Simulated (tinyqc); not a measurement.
Vacancy excess varied: nucleation and growth of vacancy voids in a cooling silicon-like crystal. Computed by tinyqc, a small Python program. Command: `OMP_NUM_THREADS=1 python tinyqc.py 3006720 3006721 out.jsonl voids walk`. One thread of a shared host (Intel(R) Xeon(R) Processor @ 2.30GHz), about 0.3 s of CPU time with the checks.

Spherical voids; vacancies are lost only to voids.

Inputs (values chosen for the exercise, for a model crystal): vacancy density at the melting point C_m = 4.2e+14 1/cm^3; formation energy E_f = 3.72 eV; melting point T_m = 1685 K; diffusion prefactor D0 = 0.0018 cm^2/s; migration energy E_m = 0.44 eV; site density rho = 5e+22 1/cm^3; void surface energy gamma = 0.972 J/m^2; cooling rate q = 12 K/min; vacancy excess C0 = 1.8e+13 1/cm^3; temperature step = 0.25 K.

Vacancy supply: given.

Constants: k_B = 8.617333262e-05 eV/K; k_B = 1.380649e-23 J/K.

Method:
- C = C0 as given.
- C_e = C_m exp[-(E_f/k_B)(1/T - 1/T_m)]; D = D0 exp(-E_m/(k_B T)); f = k_B T ln(C/C_e); r* = 2 gamma/(rho f); W* = 16 pi gamma^3/(3 rho^2 f^2); Z = f/sqrt(12 pi W* k_B T); I = rho Z (4 pi r* D C) exp(-W*/(k_B T)).
- March down from 1500 K in steps dT, dt = dT/q, with values at the upper end of each step: a class of I dt voids is born with r*; then all classes grow by r^2 += 2 D (C - C_e) dt/rho; C falls by the vacancies added to voids. Stop at 1150 K. T_n is the T of the largest I, N the final count (classes under 1e-6 /cm^3 are dropped), and the mean radius the number average.

initial excess C = 1.80e+13 1/cm^3

At fixed q:
```
C (1/cm^3)  T_n (K)  N (1/cm^3)  mean radius (nm)
7.20e+12     1220.5  6.1303e+07             8.099
1.10e+13     1242.5  4.3856e+07            10.463
1.80e+13     1269.0  2.9705e+07            14.063
2.90e+13     1295.0  2.0369e+07            18.716
4.50e+13     1320.0  1.4392e+07            24.349
```

More vacancies nucleate earlier (T_n rises by 100 K) and give fewer, larger voids: N goes as C^-0.79 and the radius as C^0.60, steeper than the -1/2 and +1/2 of the scaling argument at fixed D, because D rises with T_n.

Extremes, crossings and ranges named in words are read from the listed rows.
